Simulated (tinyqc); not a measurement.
## Ten-year voltage from two stress tests

Inverse problem. Lifetimes follow tau = t0 exp(B/Vd). Ten years are 3.15576e8 s. Find B, t0 and the drain voltage for ten years.

lifetimes at Vd = 2.3 and 2.6 V (s): [31000, 137.508026]

Solution. ln(tau) is linear in 1/Vd.

B = 108 V
t0 = 1.25e-16 s
ten-year voltage = 1.92 V

Computed by the program tinyqc: `OMP_NUM_THREADS=1 python tinyqc.py 2550002 2550003 out.jsonl`, one thread of a shared Intel Xeon 2.30GHz, about 0.01 s for the whole run.
